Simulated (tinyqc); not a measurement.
Avalanche multiplication and breakdown of a junction from ionisation integrals: one step, computed by the program tinyqc.

Ionisation coefficients follow the local field. Position x runs through the depletion layer from the p side (x = 0), where electrons enter, to the n side (x = w), where holes enter. The built-in voltage is neglected.

Task: On-resistance of the drift layer. R_on = w/(e mu N) with w the width at breakdown; figure of merit V_B^2/R_on; for a triangular field it equals eps eps_0 mu F_m^3/4.

Inputs (values chosen for the exercise, modelled on silicon): permittivity eps = 11.7; drift-layer mobility mu = 1400 cm^2/(V s); doping N of the lightly doped side = 4.1e+14 1/cm^3.

Junction: punch-through p+ n- n+.

width at breakdown = 17 micrometre

breakdown voltage = 327.8522 V

critical field F_m = 0.2467529 MV/cm

Constants: e = 1.602176634e-19 C; eps_0 = 8.8541878128e-12 F/m.

Give: specific on-resistance; V_B^2/R_on; eps eps_0 mu F_m^3/4.

Result:

specific on-resistance = 18.485 milliohm cm^2

V_B^2/R_on = 5.8147 MW/cm^2

eps eps_0 mu F_m^3/4 = 5.4474 MW/cm^2

The punch-through design reaches 1.07 times the triangular value at the same peak field; at fixed F_m the best ratio is 32/27 = 1.185.
